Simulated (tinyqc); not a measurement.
Changing the void surface energy gamma: nucleation and growth of vacancy voids in a cooling silicon-like crystal. Computed by tinyqc, a small Python program. Command: `OMP_NUM_THREADS=1 python tinyqc.py 3013559 3013560 out.jsonl voids sweep`. One thread of a shared host (Intel(R) Xeon(R) Processor @ 2.30GHz), about 0.1 s of CPU time with the checks.

Spherical voids; vacancies are lost only to voids.

Inputs (values chosen for the exercise, for a model crystal): vacancy density at the melting point C_m = 7.2e+14 1/cm^3; formation energy E_f = 4.09 eV; melting point T_m = 1685 K; diffusion prefactor D0 = 0.00038 cm^2/s; migration energy E_m = 0.39 eV; site density rho = 5e+22 1/cm^3; cooling rate q = 1.3 K/min; vacancy excess C0 = 1.1e+14 1/cm^3; temperature step = 0.25 K.

Vacancy supply: given.

Constants: k_B = 8.617333262e-05 eV/K; k_B = 1.380649e-23 J/K.

Method:
- C = C0 as given.
- C_e = C_m exp[-(E_f/k_B)(1/T - 1/T_m)]; D = D0 exp(-E_m/(k_B T)); f = k_B T ln(C/C_e); r* = 2 gamma/(rho f); W* = 16 pi gamma^3/(3 rho^2 f^2); Z = f/sqrt(12 pi W* k_B T); I = rho Z (4 pi r* D C) exp(-W*/(k_B T)).
- March down from 1500 K in steps dT, dt = dT/q, with values at the upper end of each step: a class of I dt voids is born with r*; then all classes grow by r^2 += 2 D (C - C_e) dt/rho; C falls by the vacancies added to voids. Stop at 1150 K. T_n is the T of the largest I, N the final count (classes under 1e-6 /cm^3 are dropped), and the mean radius the number average.

One run for each value:
```
void surface energy gamma (J/m^2)  temperature of peak nucleation T_n (K)  void density N (1/cm^3)  mean radius (nm)
0.700                                                             1460.00                1.852e+06             65.42
0.767                                                             1442.00                1.749e+06             66.61
0.833                                                             1423.25                1.693e+06             67.28
0.900                                                             1403.00                1.670e+06             67.51
0.967                                                             1381.75                1.675e+06             67.35
1.030                                                             1360.75                1.703e+06             66.90
1.100                                                             1336.00                1.757e+06             66.09
```

What does the table show, and why?

Over the rows, temperature of peak nucleation T_n (K) falls from 1460 to 1340 (exponent d ln y / d ln x -0.14 between the first rows and -0.28 between the last); void density N (1/cm^3) goes from 1.85e6 through a minimum among these rows, 1.67e6 at 0.900, to 1.76e6; mean radius (nm) goes from 65.4 through a maximum among these rows, 67.5 at 0.900, to 66.1. The surface energy sets the supersaturation needed and so T_n; N and r respond far less than the rate at fixed T would.

Extremes, crossings and ranges named in words are read from the listed rows.
